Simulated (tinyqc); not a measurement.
# Hole mobility in a silicon inversion layer, empirical terms and Matthiessen rule: effects of single changes

Inversion layer of sheet density Ns on a uniformly doped body. The mobility terms are empirical power laws with prefactors chosen for the exercise; adding their inverses (Matthiessen) is itself an approximation.

Parameters, values chosen for the exercise; material values close to those of silicon:
```
symbol,value,unit,meaning
T,400,K,temperature
Eg,1.13,eV,band gap
eps_r,11.8,,relative permittivity of the semiconductor
Nc,4.28e19,cm^-3,conduction-band density of states at T
Nv,4.13e19,cm^-3,valence-band density of states at T
Nb,9.2e17,cm^-3,body doping
Vsb,0,V,reverse body bias
eta,0.3333,,weight of the inversion charge in the effective field
Ap,127,cm^2/(V s),phonon-limited mobility at 1 MV/cm and 300 K
As,576,cm^2/(V s),roughness-limited mobility at 1 MV/cm
gs,1.3,,exponent of the roughness term
Ac,1400,cm^2/(V s),Coulomb prefactor
Nit,7.8e11,cm^-2,charge at the interface
Ns,3.4e12,cm^-2,inversion density
```

Constants: q = 1.602176634e-19 C, kB = 1.380649e-23 J/K, Vt = kB T/q, eps0 = 8.8541878128e-14 F/cm where lengths are in cm. Results are converted to the units shown.

Each table varies one quantity; the others keep the values above.

## Universality: two dopings at the same effective field

ni = sqrt(Nc Nv) exp(-Eg/(2 Vt)), Eg in volts; Ndep = sqrt(2 eps0 eps_r Nb (2 Vt ln(Nb/ni) + Vsb)/q); E = q (Ndep + eta Ns)/(eps0 eps_r), in MV/cm. With t = T/(300 K): muC = Ac (Ns/1e12 cm^-2) t/(Nb/1e17 cm^-3 + Nit/1e11 cm^-2), muP = Ap E^(-1/3) t^(-1.75), muS = As E^(-gs); 1/mu is the sum of the inverses. For each E, Ns is chosen to give that field on bodies with Nb = 1e17 and 9.2e17 cm^-3; the last column leaves out muC.

Universality: two dopings at the same effective field:
```
E (MV/cm),"Ns, light body (cm^-2)","mu, light (cm^2/(V s))","Ns, heavy body (cm^-2)","mu, heavy (cm^2/(V s))",without muC (cm^2/(V s))
0.524,7.358e12,84.09,5.779e11,37.02,88.88
0.603,8.904e12,80.42,2.124e12,61.75,84.00
0.694,1.068e13,76.60,3.904e12,66.91,79.28
0.799,1.274e13,72.70,5.958e12,67.05,74.71
0.919,1.509e13,68.81,8.306e12,65.29,70.32
1.06,1.784e13,64.85,1.106e13,62.59,65.98
1.22,2.098e13,61.00,1.420e13,59.49,61.85
1.4,2.450e13,57.29,1.772e13,56.26,57.93
```

What does the table show?

The heavily doped body has 0.440 of the mobility of the light one in the first row and 0.982 in the last; there they lie 2.9 % below and 1.1 % below the curve without Coulomb scattering, which depends on E alone. The heavy body leaves that curve at low E because its field comes mostly from depletion charge and few carriers screen.

## Effect of the reverse body bias

Same model as above.

The same in every row: muC (cm^2/(V s)) = 373.3.

Result of one run:
```
Vsb (V),E (MV/cm),muP (cm^2/(V s)),muS (cm^2/(V s)),mu (cm^2/(V s))
0.8,0.8595,80.74,701.3,60.64
```

What becomes of these results when the reverse body bias Vsb is changed from 0.8 to 2.4 V, all else the same?

Result of the changed run:
```
Vsb (V),E (MV/cm),muP (cm^2/(V s)),muS (cm^2/(V s)),mu (cm^2/(V s))
2.4,1.134,73.62,489.2,54.63
```

The whole series:
```
Vsb (V),E (MV/cm),muP (cm^2/(V s)),muS (cm^2/(V s)),mu (cm^2/(V s))
0,0.6682,87.80,972.8,66.24
0.4,0.7716,83.70,806.9,63.03
0.8,0.8595,80.74,701.3,60.64
1.2,0.9374,78.44,626.5,58.74
1.6,1.008,76.56,570.1,57.16
2,1.073,74.98,525.5,55.81
2.4,1.134,73.62,489.2,54.63
```

As Vsb goes from 0 to 2.4 V, E rises from 0.668 to 1.13 MV/cm and mu falls from 66.2 to 54.6 cm^2/(V s). The phonon term is the smallest in the first and the last row.

Numbers from tinyqc (`OMP_NUM_THREADS=1 python tinyqc.py 2510024 2510025 out.jsonl`; about 0.01 s on one thread of a shared Intel Xeon 2.30GHz).
